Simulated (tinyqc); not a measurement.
Two-dimensional electron gas with Rashba and Dresselhaus coupling: one step. Spin-orbit field at one point of the Fermi circle. Three cases, with inputs chosen for the exercise.

Task: k = k0 (cos phi, sin phi). Form B, the splitting 2|B| and the direction of the lower spin, atan2(-By, -Bx).

H = c k^2/m + al (ky sx - kx sy) + b1 (kx sx - ky sy) + gam kx ky (kx sy - ky sx), s the Pauli matrices, x = [100], c = hbar^2/2m0, b1 = gam (pi/L)^2 (hard walls). H = c k^2/m + B.s, so E = c k^2/m -/+ |B| and the lower state has its spin along -B.

Give: Bx, By; splitting; direction of the lower spin.

Case 1.

Values chosen (of the size met in GaN; shifted at random, so the results belong to these values and not to a real crystal): al = 0.0041 eV angstrom (Rashba constant); gam = 0 eV angstrom^3 (bulk Dresselhaus constant); L = 191 angstrom (width of the (001) well); phi = 30 degrees (angle of k from [100]).

k0 = 0.0160503 1/angstrom

Result:

Bx, By (meV): [0.0329, -0.0570]

splitting = 0.1316 meV
direction of the lower spin = 120.0 degrees

Case 2.

Values chosen (of the size met in GaN; shifted at random, so the results belong to these values and not to a real crystal): al = 0.0025 eV angstrom (Rashba constant); gam = 0 eV angstrom^3 (bulk Dresselhaus constant); L = 121 angstrom (width of the (001) well); phi = 60 degrees (angle of k from [100]).

k0 = 0.0152472 1/angstrom

Result:

Bx, By (meV): [0.0330, -0.0191]

splitting = 0.0762 meV
direction of the lower spin = 150.0 degrees

Case 3.

Values chosen (of the size met in GaAs; shifted at random, so the results belong to these values and not to a real crystal): al = 0.032 eV angstrom (Rashba constant); gam = 11.6 eV angstrom^3 (bulk Dresselhaus constant); L = 171 angstrom (width of the (001) well); phi = 30 degrees (angle of k from [100]).

k0 = 0.0222794 1/angstrom

Result:

Bx, By (meV): [0.4042, -0.6129]

splitting = 1.4685 meV
direction of the lower spin = 123.4 degrees

Computed by tinyqc, one run a case: `OMP_NUM_THREADS=1 python tinyqc.py N N+1 out.jsonl` with N = 1451344, 1451430, 1451799; one thread of a shared Intel(R) Xeon(R) Processor @ 2.30GHz, about 0.01 s a run at most.
